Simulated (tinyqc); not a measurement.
Interface traps by the conductance method, a continuum of levels: one step of the calculation.

MOS capacitor on an n-type substrate; psi is the band bending, negative in depletion; only majority carriers are counted. The traps exchange electrons with the conduction band; their admittance lies in parallel with Cd, and that pair in series with Cox and Rs. w = 2 pi f.

Question. Extraction from the readings. Ignoring Rs: Gp/w = w Cox^2 Gm/[Gm^2 + w^2 (Cox - Cm)^2].

Cox = 287.76110 nF/cm^2
Cm = 228.83544 nF/cm^2
Gm/w = 18.914609 nF/cm^2

Wanted: extracted Gp/w.

Answer.

extracted Gp/w = 408.94 nF/cm^2

Range of the model: In a narrow-gap semiconductor minority carriers respond as well once the bending nears the inversion point; they are left out.

Program tinyqc, `OMP_NUM_THREADS=1 python tinyqc.py 2030094 2030095 out.jsonl`; Intel Xeon 2.30GHz, shared host, one thread, about 0.01 s.
